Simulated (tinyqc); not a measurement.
Worked calculation: k.p values derived from sp3s* tight binding at Gamma. Values are carried at full precision from step to step, so a last printed digit may differ when a step is redone from the rounded ones.

At Gamma the states are two-level mixtures: s-like S+ (upper) and S- (lower) from [[Esa, Vss], [Vss, Esc]], p-like P- (valence) and P+ from [[Epa, Vxx], [Vxx, Epc]], and the bare s* levels. With real k in 1/angstrom and kz = 0, the phase sums over the four bonds are g0 = 1 - (a k/4)^2/2, g1 = i a kx/4, g3 = -(a/4)^2 kx ky to second order. Each mixture is written (anion, cation) with the anion part positive. c = hbar^2/2m0. No spin-orbit coupling.

Constants: hbar^2/2m0 = 3.80998211 eV angstrom^2.

Inputs chosen for the exercise (near a published set for Ge, fitted to gaps, whose masses and valley positions are rough; shifted at random, so the results belong to these values and not to a real crystal):
```
symbol  value   unit      meaning
Esa     -5.837  eV        s level of the anion
Esc     -5.837  eV        s level of the cation
Epa     1.587   eV        p level of the anion
Epc     1.587   eV        p level of the cation
Vss     -6.797  eV        s-s
Vxx     1.609   eV        px-px
a       5.661   angstrom  lattice constant
Vsapc   5.445   eV        s anion, p cation
Vscpa   5.445   eV        s cation, p anion
Vxapc   5.24    eV        s* anion, p cation
Vpaxc   5.24    eV        p anion, s* cation
Exa     6.324   eV        s* level of the anion
Exc     6.324   eV        s* level of the cation
Vxy     4.882   eV        px-py
```

## States at Gamma

Solve the two blocks.

States:
```
state    E (eV)  anion part  cation part
S-     -12.6340     0.70711      0.70711
P-      -0.0220     0.70711     -0.70711
S+       0.9600     0.70711     -0.70711
P+       3.1960     0.70711      0.70711
```

## Linear terms and the Kane energy

<s state|dH/dkx|x state> = i P with P = (a/4)(sa pc Vsapc + sc pa Vscpa), sa, sc and pa, pc being the parts of the two states; for s* on the anion P = (a/4) pc Vxapc, on the cation (a/4) pa Vpaxc. Ep = P^2/c for S+ to P-.

Couplings:
```
pair       P (eV angstrom)  E(first) - E(second) (eV)
S+ to P-           -7.7060                     0.9820
S+ to P+            0.0000                    -2.2360
S- to P-            0.0000                   -12.6120
s*a to P-          -5.2438                     6.3460
s*c to P-           5.2438                     6.3460
```

Ep = 15.586 eV

The two terms of S+ to P- have the same sign and add: S+ and P- both change sign from anion to cation. An on-site momentum element between s and p, which real atoms have, is absent from this model.

## Electron mass

m0/m = [<S+|d2H/dkx^2|S+>/2 + sum P^2/(E(S+) - E(P))]/c over P- and P+, with the direct term -(a/4)^2 sa sc Vss.

parts of m0/m: direct -1.787, from P- 15.872, from P+ 0.000

mass = 0.0710 m0

The valence band supplies 113 % of m0/m; the direct term, which stands in for the free-electron 1, is -1.79. S+ is not the lowest valley of Ge; this is the mass of the Gamma level.

## Valence parameters L, M, N and the Luttinger values

Direct terms d0 = -(a/4)^2 pa pc Vxx, dN = -2 (a/4)^2 pa pc Vxy for P-. F = sum P^2/(E(P-) - E(s)) over S+, S-, s*a, s*c. The y state of P- couples to the z state of P+ through Q = (a/4) Vxy (pa p'c - pc p'a), primes for P+, and H1 = Q^2/(E(P-) - E(P+)). L = d0 + F, M = d0 + H1, N = dN + F + H1; g1 = -(L + 2M)/(3c), g2 = -(L - M)/(6c), g3 = -N/(6c).

d0, dN, F, Q, H1 (eV angstrom^2; Q in eV angstrom): 1.6114  9.7783  -69.1377  6.9093  -14.8346

L, M, N (eV angstrom^2): -67.526  -13.223  -74.194

g1, g2, g3: 8.222  2.375  3.246

Along [100] the masses without spin-orbit coupling are c/|L| = 0.056 (one band) and c/|M| = 0.288 (two bands).

## Checks

- Electron mass against a finite difference of the full bands: both 0.07100.
- L and M against finite differences along [100]: largest relative difference 5.7e-05.
- Lowest curvature along [111], (L + 2M + 2N)/3, against a finite difference: -80.787 against -80.782.

Program tinyqc; command `OMP_NUM_THREADS=1 python tinyqc.py 1481777 1481778 out.jsonl`; about 0.01 s on one thread of a shared Intel(R) Xeon(R) Processor @ 2.30GHz.
